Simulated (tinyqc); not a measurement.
Binary melting diagram from solution models of liquid and solid: one step, computed by the program tinyqc. Command: `OMP_NUM_THREADS=1 python tinyqc.py 3017886 3017887 out.jsonl melt walk`. One thread of a shared host (Intel(R) Xeon(R) Processor @ 2.30GHz), about 0.01 s of CPU time with the checks.

x is the fraction of B. In a phase with interaction L: mu_A = G_A + R T ln(1 - x) + L x^2, mu_B = G_B + R T ln x + L (1 - x)^2. Melting: G(liquid) - G(solid) = H (1 - T/T_m) for each pure component.

Question. Eutectic point by bisection. Liquid against pure solid A: T = (H_A + L_L x^2)/(H_A/T_A - R ln(1 - x)); against pure solid B: T = (H_B + L_L (1 - x)^2)/(H_B/T_B - R ln x). Halve the interval 0.001 to 0.999 for the crossing, 44 times.

Inputs (values chosen for the exercise, for a model alloy):

| quantity | value | unit |
|---|---|---|
| melting point T_A | 1355 | K |
| melting point T_B | 1055 | K |
| heat of melting H_A | 15.4 | kJ/mol |
| heat of melting H_B | 35.5 | kJ/mol |
| liquid interaction L_L | -5.9 | kJ/mol |

Diagram: eutectic with pure solids.

Constants: R = 8.314462618 J/(mol K).

Give: Bisection, first 12 steps; eutectic composition x_E; eutectic temperature T_E.

Answer.

Bisection, first 12 steps:

| step | x | branch A (K) | branch B (K) |
|---|---|---|---|
| 1 | 0.5000 | 813 | 863.3 |
| 2 | 0.2505 | 1092 | 712.7 |
| 3 | 0.3752 | 954 | 794.2 |
| 4 | 0.4376 | 884 | 830.1 |
| 5 | 0.4688 | 848 | 847.0 |
| 6 | 0.4844 | 831 | 855.2 |
| 7 | 0.4766 | 839 | 851.1 |
| 8 | 0.4727 | 844 | 849.1 |
| 9 | 0.4708 | 846 | 848.0 |
| 10 | 0.4698 | 847 | 847.5 |
| 11 | 0.4693 | 848 | 847.2 |
| 12 | 0.4695 | 847 | 847.4 |

eutectic composition x_E = 0.4696

eutectic temperature T_E = 847.4 K

T_E lies 208 K below the lower melting point, and x_E lies on the side of A, although that is the higher-melting component: its smaller entropy of melting makes its branch the steeper.
